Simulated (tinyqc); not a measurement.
sp3s* tight binding: one step. The Hamiltonian without spin-orbit coupling.

sp3s* tight binding, nearest neighbours only: anion (a) at 0, cation (c) at a/4 (1,1,1), orbitals s, px, py, pz, s* on each; k in units of 2 pi/a. With phases e_j = exp(i (pi/2) k.n_j) for n = (1,1,1), (1,-1,-1), (-1,1,-1), (-1,-1,1): g0 = (e1+e2+e3+e4)/4, g1 = (e1+e2-e3-e4)/4, g2 = (e1-e2+e3-e4)/4, g3 = (e1-e2-e3+e4)/4. The diagonal holds the levels Esa, Epa, Exa (s*) and Esc, Epc, Exc. Anion-cation block: <sa|sc> = Vss g0; <sa|xc> = Vsapc g1; <xa|sc> = -Vscpa g1; <xa|xc> = Vxx g0; <xa|yc> = <ya|xc> = Vxy g3, <xa|zc> = <za|xc> = Vxy g2, <ya|zc> = <za|yc> = Vxy g1; <s*a|xc> = Vxapc g1; <xa|s*c> = -Vpaxc g1; y and z take g2 and g3 in place of g1; s-s* and s*-s* vanish.

Values chosen for the exercise (near a published set for InAs, fitted to gaps, whose masses and valley positions are rough; shifted at random, so the results belong to these values and not to a real crystal):

| symbol | value | unit | meaning |
|---|---|---|---|
| Esa | -9.562 | eV | s level of the anion |
| Epa | 0.923 | eV | p level of the anion |
| Esc | -2.689 | eV | s level of the cation |
| Epc | 3.693 | eV | p level of the cation |
| Exa | 7.379 | eV | s* level of the anion |
| Exc | 6.73 | eV | s* level of the cation |
| Vss | -5.524 | eV | s-s |
| Vxx | 1.825 | eV | px-px |
| Vxy | 4.521 | eV | px-py |
| Vsapc | 3.012 | eV | s anion, p cation |
| Vscpa | 5.467 | eV | s cation, p anion |
| Vxapc | 3.331 | eV | s* anion, p cation |
| Vpaxc | 3.861 | eV | p anion, s* cation |

g0, g1, g2, g3: 0.9819921-0.0013214i  -0.0119689+0.1084129i  -0.0119689+0.1084129i  -0.0119689+0.1084129i

Task: Fill in the 10 x 10 matrix.

Give: H(k).

Result:

H(k) (eV):
```
                  sa               xa               ya               za              s*a               sc
sa           -9.5620                0                0                0                0  -5.4245+0.0073i
xa                 0           0.9230                0                0                0   0.0654-0.5927i
ya                 0                0           0.9230                0                0   0.0654-0.5927i
za                 0                0                0           0.9230                0   0.0654-0.5927i
s*a                0                0                0                0           7.3790                0
sc   -5.4245-0.0073i   0.0654+0.5927i   0.0654+0.5927i   0.0654+0.5927i                0          -2.6890
xc   -0.0361-0.3265i   1.7921+0.0024i  -0.0541-0.4901i  -0.0541-0.4901i  -0.0399-0.3611i                0
yc   -0.0361-0.3265i  -0.0541-0.4901i   1.7921+0.0024i  -0.0541-0.4901i  -0.0399-0.3611i                0
zc   -0.0361-0.3265i  -0.0541-0.4901i  -0.0541-0.4901i   1.7921+0.0024i  -0.0399-0.3611i                0
s*c                0   0.0462+0.4186i   0.0462+0.4186i   0.0462+0.4186i                0                0

                  xc               yc               zc             s*c
sa   -0.0361+0.3265i  -0.0361+0.3265i  -0.0361+0.3265i               0
xa    1.7921-0.0024i  -0.0541+0.4901i  -0.0541+0.4901i  0.0462-0.4186i
ya   -0.0541+0.4901i   1.7921-0.0024i  -0.0541+0.4901i  0.0462-0.4186i
za   -0.0541+0.4901i  -0.0541+0.4901i   1.7921-0.0024i  0.0462-0.4186i
s*a  -0.0399+0.3611i  -0.0399+0.3611i  -0.0399+0.3611i               0
sc                 0                0                0               0
xc            3.6930                0                0               0
yc                 0           3.6930                0               0
zc                 0                0           3.6930               0
s*c                0                0                0          6.7300
```

tinyqc: `OMP_NUM_THREADS=1 python tinyqc.py 1452796 1452797 out.jsonl`; about 0.06 s, one thread, shared Intel(R) Xeon(R) Processor @ 2.30GHz.
